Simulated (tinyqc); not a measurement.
## Surface potential of a MOS transistor: implicit equation and explicit approximations: effect of the channel-body voltage at fixed gate voltage

p-type body, charge-sheet picture, depletion and inversion only, full ionisation (an idealisation for deep acceptors), Boltzmann statistics (rough once Na exp(x - xn) passes about Nc/7). In units of Vt: xg = (Vg - Vfb)/Vt, x = psi/Vt, G = gamma/sqrt(Vt), xn = (2 phiF + Vc)/Vt. The implicit equation is (xg - x)^2 = G^2 [x - 1 + exp(x - xn)] for x above about 3. Cox = eps0 eox/tox.

ni = sqrt(Nc Nv) exp(-Eg/(2 Vt)), Eg in volts; phiF = Vt ln(Na/ni); gamma = sqrt(2 q eps0 eps_r Na)/Cox; VT = Vfb + Vt (xn + G sqrt(xn - 1)). Depletion value a = 1 + [sqrt(G^2/4 + xg - 1) - G/2]^2; inversion value b = xn + ln[(xg - xn)^2/G^2 - xn + 1] and first guess y = min(a, b) - ln(1 + exp(-|a - b|)) if a > xn + 1, else b = y = a; one second-order correction with D = exp(y - xn), p = 2 (xg - y) + G^2 (1 + D), w = (xg - y)^2 - G^2 (y - 1 + D): z = y + 2 w/(p + sqrt(p^2 - 2 (2 - G^2 D) w)), or the Newton step z = y + w/p where the root is not real. N_inv = (Cox Vt G/q) [sqrt(x - 1 + exp(x - xn)) - sqrt(x - 1)] at the root. Lambert form (Cox m Vt/q) W0[(G/(2 m sqrt(xn - 1))) exp((Vg - VT)/(m Vt))], m = 1 + G/(2 sqrt(xn - 1)). Errors under 1e-4 mV, and the linear form below VT, are printed as 0.

Values chosen for this exercise; band and dielectric values close to those of silicon:
```
symbol    value   unit                                                                 meaning
T           250      K                                                             temperature
Eg         1.14     eV                                                                band gap
eps_r      11.8                                                          relative permittivity
Nc      2.18e19  cm^-3                                  conduction-band density of states at T
Nv      1.99e19  cm^-3                                     valence-band density of states at T
eox         7.7         relative permittivity of the gate insulator (close to silicon nitride)
tox          30     nm                                                     insulator thickness
Na       1.8e18  cm^-3                                                        acceptor density
Vfb       -0.45      V                                                       flat-band voltage
Vg          5.2      V                                                       gate-body voltage
```

Constants: q = 1.602176634e-19 C, kB = 1.380649e-23 J/K, Vt = kB T/q, eps0 = 8.8541878128e-14 F/cm where lengths are in cm. Results are converted to the units shown.

Result of one run:
```
Vc (V),psi (V),x - xn,error of y (mV),error of z (mV),N_inv (cm^-2),Cox (Vg - VT)/q (cm^-2),Lambert form (cm^-2)
0,1.109,3.452,3.84,-0.0224,1.389e12,1.670e12,1.399e12
```

What becomes of these results when the channel-body voltage Vc is changed from 0 to 0.8 V, all else the same?

Result of the changed run:
```
Vc (V),psi (V),x - xn,error of y (mV),error of z (mV),N_inv (cm^-2),Cox (Vg - VT)/q (cm^-2),Lambert form (cm^-2)
0.8,1.499,-15.59,0,0,7258,0,4193
```

The whole series:
```
Vc (V),psi (V),x - xn,error of y (mV),error of z (mV),N_inv (cm^-2),Cox (Vg - VT)/q (cm^-2),Lambert form (cm^-2)
0,1.109,3.452,3.84,-0.0224,1.389e12,1.670e12,1.399e12
0.2,1.295,2.795,5.64,-0.0737,7.106e11,9.268e11,7.153e11
0.4,1.459,1.144,5.49,-0.0478,1.351e11,2.200e11,1.359e11
0.6,1.499,-6.311,0.0229,0,7.802e7,0,6.895e7
0.8,1.499,-15.59,0,0,7258,0,4193
```

As Vc goes from 0 to 0.8, psi rises from 1.11 to 1.50 V, x - xn falls from 3.45 to -15.6 and N_inv falls from 1.39e12 to 7260 cm^-2. The Lambert form lies between 0.578 and 1.01 times N_inv. psi follows Vc only while the surface is inverted; once x falls below xn it settles at the depletion value. For Vc = 0, 0.2, 0.4 the electron quasi-Fermi level lies less than 2 Vt below the band edge at the surface, or above it, where degeneracy and confinement, left out, matter.

Program tinyqc, `OMP_NUM_THREADS=1 python tinyqc.py 2122131 2122132 out.jsonl`; Intel Xeon 2.30GHz, shared host, one thread, about 0.01 s.
